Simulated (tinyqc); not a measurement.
MOS inversion layer, Poisson-Schroedinger loop: one step of the calculation.

Electrons confined at an insulator interface at z = 0, treated as a hard wall; parabolic valleys, Hartree approximation, no image or exchange terms. The depletion charge lies far deeper than the electrons and gives a uniform field q Nd/(eps0 eps_r); the gate balances all charge. Energies are counted from the band edge at the interface.

Question. Levels and probability densities. Tridiagonal Hamiltonian with psi = 0 one step beyond both ends: H_ii = C (1/m_(i-1/2) + 1/m_(i+1/2))/hz^2 + V0_i + U_i (+ dE for the set B), H_(i,i+1) = -C/(m_(i+1/2) hz^2), C = hbar^2/(2 m0). The lowest 2 level(s) of each valley set are kept, normalised to hz sum |psi|^2 = 1. The mass is the same on all intervals.

Inputs (values chosen for the exercise); masses and permittivity close to those of silicon (100):
```
symbol,value,unit,meaning
mz1,0.901,m0,mass along z of valley set A (2 valley(s))
mz2,0.187,m0,mass along z of valley set B (4 valley(s))
dE,0.03,eV,extra shift of set B (strain)
hz,0.69,nm,mesh step
```

Constants: q = 1.602176634e-19 C, hbar = 1.054571817e-34 J s, m0 = 9.1093837015e-31 kg, hbar^2/(2 m0) = 0.0380998212 eV nm^2. Results are converted to the units shown.

```
node	fixed potential V0 (eV)	U after round 1 (1e-3 eV)
1	0.02881301	3.8417349
2	0.05762602	6.6705101
3	0.08643904	7.9398824
4	0.11525205	8.3103649
5	0.14406506	8.3862250
6	0.17287807	8.3977645
7	0.20169108	8.3991251
8	0.23050409	8.3992536
9	0.25931711	8.3992636
10	0.28813012	8.3992643
11	0.31694313	8.3992643
12	0.34575614	8.3992643
13	0.37456915	8.3992643
14	0.40338217	8.3992643
15	0.43219518	8.3992643
16	0.46100819	8.3992643
17	0.48982120	8.3992643
```

Find: levels; |psi|^2 of A1; |psi|^2 of A2; |psi|^2 of B1; |psi|^2 of B2.

Answer.

levels (eV): A1 0.10260, A2 0.17277, B1 0.20219, B2 0.32408

```
node	|psi|^2 of A1 (1/nm)	|psi|^2 of A2 (1/nm)	|psi|^2 of B1 (1/nm)	|psi|^2 of B2 (1/nm)
1	0.40178	0.31592	0.09345	0.08763
2	0.59070	0.05639	0.26184	0.16909
3	0.32701	0.14224	0.34656	0.09339
4	0.10382	0.43415	0.31209	0.00329
5	0.02209	0.33136	0.21633	0.04567
6	0.00342	0.13011	0.12258	0.17145
7	0.00041	0.03252	0.05884	0.25530
8	0.00004	0.00574	0.02449	0.24731
9	0.00000	0.00076	0.00899	0.18081
10	0.00000	0.00008	0.00294	0.10689
11	0.00000	0.00001	0.00087	0.05314
12	0.00000	0.00000	0.00023	0.02279
13	0.00000	0.00000	0.00006	0.00857
14	0.00000	0.00000	0.00001	0.00285
15	0.00000	0.00000	0.00000	0.00084
16	0.00000	0.00000	0.00000	0.00021
17	0.00000	0.00000	0.00000	0.00003
```

Numbers from tinyqc (`OMP_NUM_THREADS=1 python tinyqc.py 2160019 2160020 out.jsonl`; about 0.7 s on one thread of a shared Intel Xeon 2.30GHz).
